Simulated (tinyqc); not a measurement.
Correction of a charged-defect supercell by a model charge and potential alignment (plane-averaged potentials). Changing the share x of the charge in a wide tail. Computed by tinyqc, a small Python program. Command: `OMP_NUM_THREADS=1 python tinyqc.py 3110212 3110213 out.jsonl align sweep`. One thread of a shared host (Intel(R) Xeon(R) Processor @ 2.30GHz), about 0.02 s of CPU time with the checks.

The "true" defect charge is (1 - x) q in a Gaussian of width sigma plus x q in one of width sigma_t, so the exact answer is known; the correction sees only a single model Gaussian of width sigma_m. A Gaussian of width s has the transform rho(G) = exp(-G^2 s^2/2), normalised to 1. A uniform background cancels q, so G = 0 is left out. Potentials are those felt by a unit positive charge. E_0 is the formation energy of the isolated defect, E_cell its value in the supercell, E_lat = E_iso - E_per of the model charge, C the true less the model potential far from the defect; the exact correction is E_0 - E_cell, and the error of a scheme is E_cell plus its correction less E_0.

Inputs (values chosen for the exercise, with screening close to that of GaN): defect charge q = 3 e; dielectric constant eps = 9.32; edge of the cubic cell L = 17.6 angstrom; width sigma of the true defect charge = 1.4 angstrom; width sigma_m of the model charge = 0.96 angstrom; width sigma_t of the tail = 2.7 angstrom; formation energy of the isolated defect E_0 = 2.95 eV.

Constants: e^2/(4 pi eps_0) = 14.39964548 eV angstrom.

Method:
- Periodic energy E_per = (2 pi q^2/(eps L^3)) (e^2/(4 pi eps_0)) sum_(G != 0) rho(G)^2/G^2, G = (2 pi/L)(n1, n2, n3), |n_i| <= 16. Isolated energy: two Gaussians of charges q_a, q_b and widths a, b interact by q_a q_b (e^2/(4 pi eps_0 eps)) sqrt(2/pi)/sqrt(a^2 + b^2), and the self-energy is half the sum over pairs.
- Supercell value E_cell = E_0 + E_per - E_iso for the true charge.
- E_lat = E_iso - E_per for the model charge; point-charge value alpha q^2 e^2/(4 pi eps_0 eps 2 L) with alpha = 2.837297.
- Plane-averaged potential at distance z from the defect: V(z) = (4 pi q/(eps L^3)) (e^2/(4 pi eps_0 e)) sum_(m != 0) rho(G_m) cos(G_m z)/G_m^2, G_m = 2 pi m/L, |m| <= 40.
- C = difference at z = L/2; E_corr = E_cell + E_lat - q C. For charges that have died out at L/2, C = (2 pi q/(eps L^3)) (e^2/(4 pi eps_0 e)) (<s^2> - sigma_m^2), <s^2> = (1 - x) sigma^2 + x sigma_t^2.

One run for each value; columns: (1) share x of the charge in a wide tail; (2) alignment C (V); (3) error without alignment (meV); (4) error with alignment (rounded to 1e-4 meV) (meV); (5) exact correction (eV):
```
(1)         (2)     (3)     (4)     (5)
0.000  0.005547  16.641  0.0000  1.0894
0.071  0.007558  22.706  0.0321  1.0834
0.140  0.009512  28.599  0.0631  1.0775
0.210  0.011495  34.578  0.0945  1.0715
0.290  0.013760  41.412  0.1303  1.0647
0.360  0.015743  47.390  0.1616  1.0587
0.430  0.017725  53.369  0.1927  1.0527
0.500  0.019708  59.348  0.2237  1.0467
```

Over the rows, alignment C (V) rises from 0.00555 to 0.0197; error without alignment (meV) rises from 16.6 to 59.3; error with alignment (rounded to 1e-4 meV) (meV) rises from 0 to 0.224.
